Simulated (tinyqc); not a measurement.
Ion-assisted plasma etching: sheath, surface coverage, synergy and aspect-ratio dependence: one step, computed by the program tinyqc.

Radicals adsorb on bare sites; ions remove covered sites with a high yield and bare sites by sputtering; a slow spontaneous reaction acts everywhere, walls included.

Task: Rate at the floor of the feature. Transmission of a long trench, rough form: K = (1 + ln(1 + A))/(1 + A + ln(1 + A)), walls that scatter diffusely without loss. With a loss probability S = s (1 - theta) at the floor, G_b/G_n = K/(K + S - K S); theta follows G_b, and the two are solved together. Ions are taken to reach the floor unshadowed; G_b replaces G_n in every term of the rate; A is depth over width. Steady coverage: s G_n (1 - theta) = x Y G_i theta; removal flux = Y G_i theta + Y_p G_i (1 - theta) + k_c G_n; rate = flux/N, 1 cm/s = 6e8 nm/min.

Inputs (values chosen for the exercise, close to those used for silicon in a halogen plasma): gas temperature T_g = 600 K; sticking coefficient s = 0.23; radicals per removed unit x = 2; spontaneous reaction probability k_c = 0.00041; solid density N = 5e+22 1/cm^3; aspect ratio A = 16.

Feature: long trench.

yield Y = 1.248359

sputter yield Y_p = 0.1070632

ion flux G_i = 1.674443e+16 1/(cm^2 s)

radical flux G_n = 2.392812e+18 1/(cm^2 s)

vertical rate = 246.4190 nm/min

Give: transmission K; G_b/G_n; coverage at the floor; rate at the floor; floor rate over open-field rate.

Result:

transmission K = 0.1933

G_b/G_n = 0.9326

coverage at the floor = 0.9247

rate at the floor = 244.5 nm/min

floor rate over open-field rate = 0.9924

The lag is 0.76 %. Caution: at this aspect ratio many ions strike the walls, so ion shadowing, left out here, adds to the lag. Caution: the trench transmission is an interpolation between the limits 1 and ln(A)/A, good to tens of per cent.
